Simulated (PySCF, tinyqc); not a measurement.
RHF in the sto-6g basis, for BeH+, spin multiplicity 1, step by step. The lowest restricted solution is unstable here: a spin-polarised one lies 0.0017 hartree lower (PySCF). One step of it, computed by the program tinyqc.

Question. Iteration 1: building the Fock matrix. J_ij = sum D_kl (ij|kl), K_ij = sum D_kl (ik|jl); F = H + J - 0.5 K; E = tr D H + tr D J / 2 - 0.25 tr D K + E_nn.

D at the start, lower triangle:
```
            1Be 1s     1Be 2s   1Be 2px   1Be 2py    1Be 2pz     2H 1s
1Be 1s    0.044756
1Be 2s   -0.213305   1.045875
1Be 2px   0.000000   0.000000  0.000000
1Be 2py   0.000000   0.000000  0.000000  0.000000
1Be 2pz   0.167508  -0.617282  0.000000  0.000000   1.747426
2H 1s     0.136235  -0.908193  0.000000  0.000000  -1.092242  2.705516
```

core Hamiltonian H = T + V (hartree), lower triangle:
```
            1Be 1s     1Be 2s    1Be 2px    1Be 2py    1Be 2pz      2H 1s
1Be 1s   -8.251568
1Be 2s   -1.935954  -2.379153
1Be 2px   0.000000   0.000000  -1.912687
1Be 2py   0.000000   0.000000   0.000000  -1.912687
1Be 2pz  -0.011347  -0.105747   0.000000   0.000000  -1.988351
2H 1s    -0.230790  -0.723444   0.000000   0.000000  -0.841880  -1.691316
```

Two-electron integrals (ij|kl) in chemists' order, unique and non-zero (hartree):
```
(11|11) 2.299996   (21|11) 0.361879   (21|21) 0.071926   (22|11) 0.570332
(22|21) 0.139654   (22|22) 0.417773   (31|31) 0.015252   (32|31) 0.022555
(32|32) 0.092340   (33|11) 0.570332   (33|21) 0.139654   (33|22) 0.417773
(33|33) 0.450117   (41|41) 0.015252   (42|41) 0.022555   (42|42) 0.092340
(43|43) 0.024258   (44|11) 0.570332   (44|21) 0.139654   (44|22) 0.417773
(44|33) 0.401601   (44|44) 0.450117   (51|51) 0.015252   (52|51) 0.022555
(52|52) 0.092340   (53|53) 0.024258   (54|54) 0.024258   (55|11) 0.570332
(55|21) 0.139654   (55|22) 0.417773   (55|33) 0.401601   (55|44) 0.401601
(55|55) 0.450117   (61|11) 0.043279   (61|21) 0.008378   (61|22) 0.016289
(61|33) 0.016154   (61|44) 0.016154   (61|51) 0.000835   (61|52) 0.001649
(61|55) 0.016559   (61|61) 0.001033   (62|11) 0.132533   (62|21) 0.033138
(62|22) 0.111558   (62|33) 0.107055   (62|44) 0.107055   (62|51) 0.004531
(62|52) 0.029144   (62|55) 0.120564   (62|61) 0.004309   (62|62) 0.049092
(63|31) 0.002792   (63|32) 0.013615   (63|53) 0.004716   (63|63) 0.003842
(64|41) 0.002792   (64|42) 0.013615   (64|54) 0.004716   (64|64) 0.003842
(65|11) 0.152769   (65|21) 0.038597   (65|22) 0.135259   (65|33) 0.127415
(65|44) 0.127415   (65|51) 0.007223   (65|52) 0.045173   (65|55) 0.150946
(65|61) 0.005215   (65|62) 0.067101   (65|65) 0.093705   (66|11) 0.304973
(66|21) 0.077594   (66|22) 0.292630   (66|33) 0.272745   (66|44) 0.272745
(66|51) 0.011079   (66|52) 0.095229   (66|55) 0.332402   (66|61) 0.010294
(66|62) 0.172136   (66|65) 0.247711   (66|66) 0.774999
```

nuclear repulsion = 1.22211827 hartree

Give: Coulomb J; exchange K; Fock matrix F; total energy of this density.

Answer.

Coulomb J (hartree), lower triangle:
```
         1Be 1s  1Be 2s  1Be 2px  1Be 2py  1Be 2pz  2H 1s
1Be 1s    1.804
1Be 2s    0.443   1.431
1Be 2px   0.000   0.000    1.374
1Be 2py   0.000   0.000    0.000    1.374
1Be 2pz  -0.017   0.000    0.000    0.000    1.545
2H 1s     0.051   0.516    0.000    0.000    0.687  1.999
```

exchange K (hartree), lower triangle:
```
         1Be 1s  1Be 2s  1Be 2px  1Be 2py  1Be 2pz  2H 1s
1Be 1s    0.048
1Be 2s    0.044   0.417
1Be 2px   0.000   0.000    0.106
1Be 2py   0.000   0.000    0.000    0.106
1Be 2pz  -0.030  -0.431    0.000    0.000    0.718
2H 1s    -0.004   0.080    0.000    0.000    0.254  1.378
```

Fock matrix F (hartree), lower triangle:
```
         1Be 1s  1Be 2s  1Be 2px  1Be 2py  1Be 2pz   2H 1s
1Be 1s   -6.471
1Be 2s   -1.515  -1.157
1Be 2px   0.000   0.000   -0.592
1Be 2py   0.000   0.000    0.000   -0.592
1Be 2pz  -0.013   0.110    0.000    0.000   -0.803
2H 1s    -0.177  -0.248    0.000    0.000   -0.282  -0.381
```

total energy of this density = -3.41530 hartree

This density is the starting one.
